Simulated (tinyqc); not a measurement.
# Scattering of inversion-layer electrons by surface optical phonons of the gate insulator (remote phonon scattering), step by step

A worked calculation. Computed by tinyqc, a small Python program that keeps every step. Command: `OMP_NUM_THREADS=1 python tinyqc.py 3114335 3114336 out.jsonl sophonon walk`. One thread of a shared host (Intel(R) Xeon(R) Processor @ 2.30GHz), about 0.02 s of CPU time with the checks. Intermediate numbers are printed to about 6 digits and carried at full precision; extremes and crossings named in words are read from the listed rows.

One subband with the Fang-Howard envelope; insulator and channel are half-spaces, the gate is far away, and an interlayer only moves the polar surface away by t (its own modes and its permittivity contrast are left out).

Inputs (values chosen for the exercise, modelled on SiO2 on In0.53Ga0.47As): static constant of the insulator eps_0s = 3.78; intermediate constant eps_i = 3.06; optical constant eps_inf = 2.53; hbar omega_TO1 = 56.8 meV; hbar omega_TO2 = 139 meV; constant of the channel eps_s = 13.9; in-plane mass m = 0.0447 m_0; valleys g_v = 1; sheet density n = 7.5e+11 1/cm^2; mean distance of the electrons z0 = 3/b = 5.6 nm; interlayer thickness t = 0.93 nm; temperature T = 200 K; electron energy E = 39 meV; mobility from other processes = 2820 cm^2/(V s).

Screening by the channel electrons: static.

Constants: k_B = 8.617333262e-05 eV/K; hbar^2/(2 m_0) = 3.80998212 eV angstrom^2; e^2/(4 pi eps_0) = 14.39964548 eV angstrom; hbar = 6.582119569e-16 eV s; e = 1.602176634e-19 C; m_0 = 9.1093837015e-31 kg.

## Surface modes and strengths

eps(w) = eps_inf + (eps_0s - eps_i) w1^2/(w1^2 - w^2) + (eps_i - eps_inf) w2^2/(w2^2 - w^2). Surface modes solve eps(w) + eps_s = 0, a quadratic in w^2; the strength of a mode is g = 2/(w d eps/dw). Occupation N = 1/(exp(hbar w/(k_B T)) - 1).

hbar omega_SO (meV): 1 57.985, 2 141.243

strengths g: 1 0.00236974, 2 0.00193345

occupations N: 1 0.0358192, 2 0.0002760

hbar omega g (2 N + 1) (meV): 1 0.147254, 2 0.273236

The lower mode has the larger hbar omega g N, the prefactor of absorption before the dependence on q: 0.00492 and 7.54e-5 meV.

## The electron gas

Density of states D = g_v m/(pi hbar^2); eta = E_F/(k_B T) = ln(exp(n/(D k_B T)) - 1); screening wave number q_s = e^2 D/(2 eps_0 eps_avg) x 1/(1 + exp(-eta)), eps_avg = (eps_s + eps_inf)/2; b = 3/z0.

D = 1.86726e+13 1/(eV cm^2)

eta = 2.22822

q_s = 0.185652 1/nm

b = 0.535714 1/nm

## Squared matrix elements

For a mode of strength g, without the occupation factor, Area x |M(q)|^2 = e^2 hbar w g/(2 eps_0 q) x (b/(b + q))^6 exp(-2 q t) / (1 + (q_s/q) H(q))^2, H = (1 + 9 x/8 + 3 x^2/8)/(1 + x)^3, x = q/b.

Area x |M|^2 (meV^2 nm^2):
```
q (1/nm)  (b/(b + q))^6  exp(-2 q t)       mode 1       mode 2
0.05        5.85443e-01     0.911194  7.70684e+02  1.53164e+03
0.10        3.58119e-01     0.830274  6.64369e+02  1.32035e+03
0.20        1.49054e-01     0.689354  2.73699e+02  5.43941e+02
0.30        6.93829e-02     0.572353  9.96846e+01  1.98110e+02
0.50        1.91496e-02     0.394554  1.49201e+01  2.96517e+01
0.80        4.16215e-03     0.225824  1.31821e+00  2.61978e+00
1.20        8.64430e-04     0.107314  9.15527e-02  1.81949e-01
```

## Rates at the energy E

Approximate momentum relaxation rate, taking tau v alike in the initial and final states: 1/tau = (m/(2 pi hbar^3)) sum over modes and over absorption (N, E' = E + hbar w) and emission (N + 1, E' = E - hbar w > 0) of [(1 - f(E'))/(1 - f(E))] int_0^(2 pi) Area |M(q)|^2 (1 - cos theta) d theta, q^2 = k^2 + k'^2 - 2 k k' cos theta, f the Fermi function; 48 midpoints in theta from 0 to pi.

rates (1/ps): mode 1 absorption 0.00191049, mode 1 emission 0.00000000, mode 2 absorption 0.00001087, mode 2 emission 0.00000000

tau at E = 520465 fs

## Mobility

mu = (e/m) int tau E f (1 - f) dE/(k_B T int f dE), by 300 midpoints from 0 to (max(eta, 0) + 14) k_B T; Matthiessen sum with the other processes.

remote-phonon mobility = 1.32761e+07 cm^2/(V s)

total mobility = 2819.40 cm^2/(V s)

loss of mobility = 0.0212366 %

Caution: a relaxation time is only an approximation for inelastic scattering, and static or no screening brackets the true dynamic screening only roughly.

## What an interlayer buys

The formulas are those given above.

Against the interlayer thickness:
```
t (nm)  remote-phonon mobility (cm^2/(V s))  total (cm^2/(V s))
0.0                             6.62572e+06             2818.80
0.3                             8.34374e+06             2819.05
0.6                             1.04441e+07             2819.24
1.0                             1.39560e+07             2819.43
1.5                             1.97471e+07             2819.60
2.0                             2.74820e+07             2819.71
3.0                             5.08101e+07             2819.84
```

1 nm of interlayer raises the remote-phonon mobility by a factor 2.11, as exp(2 q t) with an effective q of 0.37 per nm; between 2 and 3 nm the effective q is 0.31. The total stays at 2820 over the first nanometre.

Checks made by the program: sum of strengths against 1/(eps_s + eps_inf) - 1/(eps_s + eps_0s) (relative difference below 1e-10).
